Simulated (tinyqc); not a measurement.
From level (+1/0) back to dielectric constant eps: formation energy of a charged point defect from supercell energies. Computed by tinyqc, a small Python program. Command: `OMP_NUM_THREADS=1 python tinyqc.py 3023704 3023705 out.jsonl formation inv`. One thread of a shared host (Intel(R) Xeon(R) Processor @ 2.30GHz), about 0.02 s of CPU time with the checks.

The host is a compound AB. Making the defect adds n_A = 1, n_B = 0 atoms to the cell. All total energies are inputs. E_F is counted from the valence-band maximum (VBM); x = 0 is A-rich and x = 1 B-rich growth.

Inputs (values chosen for the exercise, with gap and screening modelled on ZnSe):

| quantity | value | unit |
|---|---|---|
| gap E_g | 2.69 | eV |
| E_VBM of the host cell | 3.892 | eV |
| potential alignment dV | 0.086 | eV |
| cell length L | 14.9 | angstrom |
| mu_A of the pure element | -3.417 | eV |
| formation enthalpy dH of AB | -1.14 | eV |
| growth condition x | 0.38 | - |

Defect: A interstitial. Supercell lattice: sc.

charge states q: 1  0  -1

E(defect, q) - E(host), in the order of q (eV): -6.228  -0.156  5.477

Constants: e^2/(4 pi eps_0) = 14.39964548 eV angstrom.

Method:
- dmu_A = x dH and dmu_B = (1 - x) dH, so that dmu_A + dmu_B = dH; mu = mu(element) + dmu.
- The reservoir term is sum n_i mu_i.
- Image-charge correction of a point charge in a neutralising background: E_corr = q^2 alpha e^2/(4 pi eps_0) / (2 eps L), alpha = 2.837297 for a sc array with L the cube root of the volume.
- E_f(q, E_F) = [E(defect, q) - E(host)] - sum n_i mu_i + q (E_VBM + dV + E_F) + E_corr(q).
- eps(q/q-1) = E_f(q - 1, 0) - E_f(q, 0).

Question. A run gave the result below. Find the dielectric constant eps, known to lie between 5.2 and 12.

level (+1/0) = 1.941767 eV

Answer.

Each step takes the trial c = (a f_b - b f_a)/(f_b - f_a), f being the result less the target and a, b, c the logarithms of the listed values; c replaces end b, the old b replaces a if the sign of f changed, and otherwise f_a is halved.

Scan of the range:

| dielectric constant eps | level (+1/0) (eV) |
|---|---|
| 5.20 | 1.83034 |
| 5.98 | 1.86473 |
| 6.87 | 1.89444 |
| 7.90 | 1.92045 |
| 9.08 | 1.94301 |
| 10.40 | 1.96217 |
| 12.00 | 1.97975 |

False position (Illinois rule, in the logarithm of the input) inside the bracket:

| step | end a | end b | trial | level (+1/0) (eV) |
|---|---|---|---|---|
| 1 | 7.90000 | 9.08000 | 9.01072 | 1.94185 |
| 2 | 7.90000 | 9.01072 | 9.00190 | 1.94170 |
| 3 | 9.01072 | 9.00190 | 9.00599 | 1.94177 |
| 4 | 9.00190 | 9.00599 | 9.00599 | 1.94177 |

Level (+1/0) rises at every point of a 13-point scan of the range (every second point is shown), so one value fits; it is bracketed by 7.90 and 9.08. Answer: dielectric constant eps = 9.006.

Caution: the one-electron levels are out of order (negative U): at least one middle charge state is skipped, and the transition past it moves two or more electrons at once.
